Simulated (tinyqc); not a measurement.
What moves the results: tunnelling through a thin dielectric with one trap, as a tight-binding chain. A value that a table varies takes the place of the one given here.

Hopping -t everywhere, t = c/(m a^2), c = hbar^2/2m0; lead sites at 2t (band bottom 0), barrier sites 1 to N at 2t + phi, and site j has U besides. No voltage. Leads give S = -t exp(ika) on sites 1 and N, cos(ka) = 1 - E/(2t). T = (2 t sin(ka))^2 |G_1N|^2, G = (E - H - S)^-1. In the barrier cosh(q a) = 1 + (phi - E)/(2t).

Resonance: the lowest eigenvalue of H + S(E), iterated until its real part equals E (40 rounds from Eb = phi + 2t - sqrt(4t^2 + U^2), the level in an endless barrier). With v the normalised squared amplitudes of that state, Gamma_L = 2 t sin(ka) v_1, Gamma_R = 2 t sin(ka) v_N; Breit-Wigner T = Gamma_L Gamma_R/((E - Er)^2 + (Gamma_L + Gamma_R)^2/4).

Constants: hbar^2/2m0 = 3.80998211 eV angstrom^2.

Values chosen for the exercise (barrier and mass of the size used for SiO2 on silicon; not measured data):
- a = 3 angstrom (site spacing)
- m = 0.45 m0 (mass, the same in leads and barrier)
- phi = 3.15 eV (conduction edge of the barrier above that of the leads)
- N = 9 (barrier sites)
- j = 4 (site of the trap)
- U = -3.64 eV (extra energy on the trap site)
- E = 0.63 eV (electron energy)

## Transmission around the level

Er = 0.93396 eV

widths (meV): left 0.32453, right 0.0011346

Energies Er + x (Gamma_L + Gamma_R).

T:
```
x     E (eV)     chain  Breit-Wigner   no trap
-8.0  0.9314  5.34e-05      5.40e-05  3.48e-11
-3.0  0.9330  0.000374      0.000375  3.50e-11
-1.0  0.9336   0.00277       0.00278  3.52e-11
-0.5  0.9338   0.00694       0.00694  3.52e-11
0.0   0.9340    0.0139        0.0139  3.52e-11
0.5   0.9341   0.00695       0.00694  3.52e-11
1.0   0.9343   0.00278       0.00278  3.53e-11
3.0   0.9349  0.000377      0.000375  3.54e-11
8.0   0.9366  5.47e-05      5.40e-05  3.57e-11
```

At Er the chain gives 0.0139, 3.94e+08 times the value without trap, and Breit-Wigner 0.0139. In the wings the single pole gives 1.01 times the chain value at x = -8 and 0.988 times at x = 8, because the widths and the level shift change with energy.

## Where a trap does most harm

The trap is moved through the barrier. The area under the resonance, 2 pi Gamma_L Gamma_R/(Gamma_L + Gamma_R), sets the current through it.

Against position:
```
j  Er (eV)  Gamma_L (meV)  Gamma_R (meV)      peak  area (meV)
3   0.9338           5.49       6.71e-05  4.89e-05    0.000421
4   0.9340          0.325        0.00113    0.0139     0.00710
5   0.9340         0.0192         0.0192      1.00      0.0603
6   0.9340        0.00113          0.325    0.0139     0.00710
7   0.9338       6.71e-05           5.49  4.89e-05    0.000421
```

The area is largest at j = 5 (0.0603 meV) and 143 times smaller at j = 3: the slower of the two steps limits the current, so traps in the middle carry most. Each site towards a lead multiplies its width by about 16.91, close to exp(2 q a) = 16.91 at Eb.

## Direct against trap-assisted paths

N odd, the trap in the middle, j = (N + 1)/2. Direct T is that without trap at the energy Er; area = 2 pi Gamma_L Gamma_R/(Gamma_L + Gamma_R). The exponents are the slopes of the logarithms between the last two rows, per angstrom.

Against thickness:
```
N   N a (angstrom)  Er (eV)  direct T  area (meV)
5             15.0   0.9336  2.88e-06        17.2
7             21.0   0.9339  1.01e-08        1.02
9             27.0   0.9340  3.52e-11      0.0603
11            33.0   0.9340  1.23e-13     0.00356
13            39.0   0.9340  4.30e-16    0.000211
15            45.0   0.9340  1.50e-18    1.25e-05
17            51.0   0.9340  5.26e-21    7.37e-07
```

exponents (1/angstrom): direct 0.9427, through the trap 0.4713

The direct path falls as exp(-0.943 d) and the path through a central trap as exp(-0.471 d), 2.00 times more slowly, since each step crosses half the layer. From 5 to 17 sites the first loses 14.7 decades and the second 7.4: in thicker layers even few traps rule the leakage. Inelastic capture with phonons is left out.

## What each parameter does

Resonance and log10 T at E. Each row changes one parameter from the base and keeps the others.

Results:
```
case           Er (eV)  Gamma_L (meV)  Gamma_R (meV)  log10 T
base            0.9340         0.3245       0.001135   -8.988
m = 0.414 m0    1.0199         0.5332       0.002500   -8.794
phi = 3.25 eV   1.0340         0.3251       0.001136   -9.406
N = 10          0.9340         0.3245      6.709e-05  -10.285
j = 3           0.9338          5.488      6.707e-05   -8.986
U = -3.531 eV   1.0305         0.3782       0.001472   -9.230
```

The largest shifts from the base row, up to three for each result and ties (the steps differ in size, so this ranks the rows, not the parameters). Er (eV): phi +0.1000, U +0.0965, m +0.0860; unchanged at the printed digits by N. Gamma_L (meV): j +5.16, m +0.209, U +0.0536; unchanged at the printed digits by N. Gamma_R (meV): m +0.00137, j -0.00107, N -0.00107. log10 T: N -1.298, phi -0.418, U -0.242.

(tinyqc, `OMP_NUM_THREADS=1 python tinyqc.py 1480290 1480291 out.jsonl`, Intel(R) Xeon(R) Processor @ 2.30GHz, 1 thread, shared host, about 0.1 s.)
